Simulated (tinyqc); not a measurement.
Comparisons within one model: Landau levels of massless Dirac electrons. A value that a table varies takes the place of the one given here.

E_N = sqrt(2N) hv/l for N = 0, 1, 2, ... and the mirror levels below zero; each is fourfold (spin, valley), Zeeman splitting left out; half of level 0 belongs to the electrons.

In a field B along z: l = 1/sqrt((e/hbar) B) is the magnetic length, n_B = B/(h/e) the number of states per area in one level, hbar wc = 2 muB B/m for mass m in m0; 1/angstrom^2 = 1e16/cm^2.

Level 0 takes 2 n_B electrons and each higher level 4 n_B. At zero temperature and without broadening EF sits in the partly filled level.

Constants: e/hbar = 1.519267448e-05 1/(T angstrom^2); h/e = 413566.7697 T angstrom^2; muB = 5.788381798e-05 eV/T.

Parameters, chosen for this exercise (near those of graphene; not measured data):
```
symbol  value                                                         unit         meaning
hv      6.96                                                          eV angstrom  hbar v
Bs      (1, 2, 3, 5, 7, 10, 14)                                       T            fields
n       1.7                                                           x 1e11/cm^2  electron sheet density
Bo      (0.324, 0.366, 0.422, 0.496, 0.603, 0.769, 1.06, 1.71, 4.39)  T            fields
B       5.4                                                           T            magnetic field
```

## The fan of levels

The four lowest levels against B, with their labels in order.

Levels (meV):
```
B (T)  first  second   third  fourth    order
1.00    0.00   38.37   54.26   66.45  0 1 2 3
2.00    0.00   54.26   76.73   93.98  0 1 2 3
3.00    0.00   66.45   93.98  115.10  0 1 2 3
5.00    0.00   85.79  121.32  148.59  0 1 2 3
7.00    0.00  101.51  143.55  175.81  0 1 2 3
10.0    0.00  121.32  171.58  210.14  0 1 2 3
14.0    0.00  143.55  203.01  248.64  0 1 2 3
```

The fourth level grows as B^0.50 over the first two rows and B^0.50 over the last two (1 for a parabolic band without a fixed offset such as a valley splitting, 1/2 for massless Dirac electrons). The order of the levels does not change. Level 0 stays at zero, and the others stand as sqrt(N).

## Oscillation of the Fermi level

Fixed density, zero temperature, no broadening. At B = 0, EF = hv sqrt(pi n).

Filling:
```
B (T)     nu  partly filled level  EF (meV)  filled share
0.324  21.70                    5     48.83          0.92
0.366  19.21                    5     51.90          0.30
0.422  16.66                    4     49.85          0.67
0.496  14.17                    4     54.04          0.04
0.603  11.66                    3     51.60          0.41
0.769   9.14                    2     47.58          0.79
1.06    6.63                    2     55.86          0.16
1.71    4.11                    1     50.17          0.53
4.39    1.60                    0      0.00          0.80
```

EF at B = 0 = 50.86 meV

EF runs between 0.0 and 55.9 meV around its zero-field value of 50.9 meV. It follows a level while that level empties and falls to the next one down when nu passes a filled shell; the partly filled level changes 5 times in this table.

## What each parameter does

The second and third levels from below, nu = n/n_B, and EF. Each row changes one parameter from the base and keeps the others.

Results:
```
case                   second level (meV)  third level (meV)    nu  EF (meV)
base                                89.15             126.08  1.30      0.00
B = 4.59 T                          82.20             116.24  1.53      0.00
hv = 5.92 eV angstrom               75.83             107.24  1.30      0.00
n = 1.44 x 1e11/cm^2                89.15             126.08  1.10      0.00
```

The largest shifts from the base row, up to three for each result and ties (the steps differ in size, so this ranks the rows, not the parameters). second level (meV): hv -13.32, B -6.96; unchanged at the printed digits by n. third level (meV): hv -18.84, B -9.84; unchanged at the printed digits by n. nu: B +0.23, n -0.20; unchanged at the printed digits by hv. EF (meV): unchanged at the printed digits by B, hv and n.

Computed by tinyqc, a small Python program: `OMP_NUM_THREADS=1 python tinyqc.py 1250152 1250153 out.jsonl` (the numbers bound the seed that draws the inputs); one thread of a shared host (Intel(R) Xeon(R) Processor @ 2.30GHz), about 0.01 s for the whole set of steps.
